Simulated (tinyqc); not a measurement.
Trap density from one capacitance.

Problem. Traps spread evenly through the insulator exchange electrons with the semiconductor by tunnelling, with tau(x) = t0 exp(2 ka x) at depth x from the interface. The admittance per area Y seen at depth x obeys dY/dx = -Y^2/(i w eps0 eox) + q Nb ln(1 + i w tau)/tau, with Y(0) = i w Cs and w = 2 pi f; the gate sees Y(tox) = G + i w C. Working variable y = Y/(i w), in uF/cm^2. Cox = eps0 eox/tox. Find Nb and G/w.

Values chosen for this exercise:
```
symbol  value     unit                                               meaning
eox      8.75                         relative permittivity of the insulator
tox        11       nm                                   insulator thickness
Cs        5.6  uF/cm^2             semiconductor capacitance in accumulation
ka        4.1     1/nm  decay constant of the wave function in the insulator
t0       3e-9        s              time constant of a trap at the interface
f         1e6       Hz                                             frequency
```

Constants: q = 1.602176634e-19 C, eps0 = 8.8541878128e-14 F/cm where lengths are in cm. Results are converted to the units shown.

C = 0.64173302 uF/cm^2

Solution. C rises steadily with Nb, so one density matches; in practice ka and t0 must come from the frequency dependence.

Nb = 9.800e19 cm^-3 eV^-1
G/w = 0.005969 uF/cm^2

Numbers from tinyqc (`OMP_NUM_THREADS=1 python tinyqc.py 2202149 2202150 out.jsonl`; about 0.7 s on one thread of a shared Intel Xeon 2.30GHz).
